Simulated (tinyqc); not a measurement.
What moves the results: static screening by free carriers. A value that a table varies takes the place of the one given here.

kF = (3 pi^2 n/Mv)^(1/3), EF = c kF^2/m with c = hbar^2/2m0, n in 1/angstrom^3 (1e-24 per 1/cm^3), e2 = e^2/(4 pi eps0). Thomas-Fermi: qTF^2 = 6 pi e2 n/(eps EF). Debye: qD^2 = 4 pi e2 n/(eps kB T).

F_j(eta) = (1/Gamma(j + 1)) integral_0^infinity x^j dx/(1 + exp(x - eta)), which tends to exp(eta) for eta << 0.

At finite T: qs^2 = qD^2 F_-1/2(eta)/F_1/2(eta), where n = Mv N F_1/2(eta) and N = 2 (m kB T/(4 pi c))^(3/2) with c = hbar^2/2m0, in 1/angstrom^3; times 1e24 for 1/cm^3.

Donor in the screened potential -(e2/eps) exp(-qs r)/r with the trial function exp(-r/a): E(a) = c/(m a^2) - (e2/eps) 4/(a (2 + qs a)^2), e2 = e^2/(4 pi eps0), c = hbar^2/2m0; isotropic mass.

Lindhard at zero temperature: eps(q)/eps = 1 + (qTF/q)^2 L(x), x = q/(2 kF), L(x) = 1/2 + ((1 - x^2)/(4x)) ln|(1 + x)/(1 - x)|.

Constants: hbar^2/2m0 = 3.80998211 eV angstrom^2; e^2/(4 pi eps0) = 14.39964547 eV angstrom; kB = 8.617333262e-05 eV/K; a0 (Bohr radius) = 0.5291772105 angstrom.

Values chosen for the exercise (near those of Si; not measured data): m = 0.3178 m0 (mass of one isotropic valley); Mv = 6 (valleys); eps = 12 (background dielectric constant); T = 400 K; n = 3.7e+18 1/cm^3 (carrier density).

## Screening unbinds the donor

All carriers n are taken as free and screen with qs(T); E(a) is minimised over a; a dash marks no bound state. aB = a0 eps/m.

Donor level:
```
n (1/cm^3),n^(1/3) aB,qs aB,E (meV),a/aB
1.0e+15,0.020,0.013,-29.24,1.000
8.0e+15,0.040,0.037,-27.84,1.001
4.0e+16,0.068,0.084,-25.31,1.005
1.0e+17,0.093,0.132,-22.82,1.011
3.0e+17,0.134,0.229,-18.37,1.032
9.0e+17,0.193,0.395,-12.03,1.091
2.0e+18,0.252,0.586,-6.54,1.202
5.0e+18,0.342,0.915,-0.79,1.664
```

aB = 20.0 angstrom

How do the results move?

The level rises from -29.24 meV at the lowest density to -0.79 meV at 5e+18 1/cm^3, against -30.03 meV unscreened. It stays bound over this range. This trial function loses binding at qs aB = 1 and the exact Yukawa problem at 1.19; the Mott rule of thumb is n^(1/3) aB = 0.26, which the last bound row of this table passes: the rule belongs to low temperature, and thermal carriers screen more weakly.

## From Debye to Thomas-Fermi

Screening lengths (angstrom):
```
n (1/cm^3),eta,Debye,Thomas-Fermi,finite T
1.0e+17,-6.03,151.2,18.19,151.3
8.0e+17,-3.94,53.45,12.86,53.64
4.0e+18,-2.31,23.91,9.838,24.31
2.0e+19,-0.56,10.69,7.523,11.55
6.0e+19,0.87,6.172,6.264,7.538
2.0e+20,3.17,3.381,5.125,5.361
8.0e+20,8.59,1.690,4.068,4.092
2.0e+21,15.95,1.069,3.492,3.498
```

What can be read from the table?

Debye is within 5 % of the finite-T length up to 4e+18 1/cm^3 of the densities listed and Thomas-Fermi from 2e+20 on. The length goes as n^-0.50 at the low end and n^-0.17 at the high end, against the limits -1/2 and -1/6. Both limits give too short a length.

## Static response in three, two and one dimensions

kF = 0.0263324 1/angstrom
qTF = 0.100337 1/angstrom

x = q/(2 kF). Response over its long-wave value: L3 as above; L2 = 1 for x <= 1 and 1 - sqrt(1 - 1/x^2) beyond; L1 = ln|(1 + x)/(1 - x)|/(2x).

Response:
```
x,L3,L2,L1,"eps(q)/eps, Lindhard 3D",Thomas-Fermi
0.099,0.997,1.000,1.003,370.1,371.3
0.298,0.970,1.000,1.031,40.64,41.87
0.497,0.913,1.000,1.097,14.42,15.70
0.695,0.819,1.000,1.234,7.154,8.515
0.894,0.662,1.000,1.612,4.006,5.542
0.973,0.559,1.000,2.205,3.142,4.834
1.013,0.467,0.840,2.489,2.653,4.537
1.092,0.362,0.598,1.430,2.103,4.044
1.291,0.234,0.368,0.799,1.509,3.178
1.589,0.145,0.223,0.466,1.208,2.438
2.185,0.073,0.111,0.226,1.056,1.760
```

What can be read from the table?

Next to x = 1 the table has L3 = 0.559 and 0.467, L2 = 1.000 and 0.840, L1 = 2.205 and 2.489: an infinite slope in 3D, a kink in 2D and a logarithmic peak in 1D, where the whole Fermi surface is joined by 2 kF. These features give Friedel oscillations of period pi/kF = 119 angstrom at zero temperature; they wash out once kT nears EF, so this table, for T = 0, describes the gas only where EF is well above kT. Thomas-Fermi overstates eps(q) by 8.9 % at x = 0.497 and by 101.8 % at x = 1.589.

## What sets the screening length

All results formed anew. Each row changes one parameter from the base and keeps the others.

Results:
```
case,Debye (angstrom),Thomas-Fermi (angstrom),finite T (angstrom)
base,24.86,9.966,25.24
n = 7.4e+18 1/cm^3,17.58,8.879,18.12
m = 0.4131 m0,24.86,8.742,25.12
eps = 14.4,27.23,10.92,27.65
T = 460 K,26.65,9.966,26.99
Mv = 7,24.86,9.467,25.19
```

What can be read from the table?

The largest shifts from the base row, up to three for each result and ties (the steps differ in size, so this ranks the rows, not the parameters). Debye (angstrom): n -7.28, eps +2.37, T +1.80; unchanged at the printed digits by m and Mv. Thomas-Fermi (angstrom): m -1.22, n -1.09, eps +0.951; unchanged at the printed digits by T. finite T (angstrom): n -7.13, eps +2.41, T +1.75.

tinyqc: `OMP_NUM_THREADS=1 python tinyqc.py 1650656 1650657 out.jsonl`; about 0.01 s, one thread, shared Intel(R) Xeon(R) Processor @ 2.30GHz.
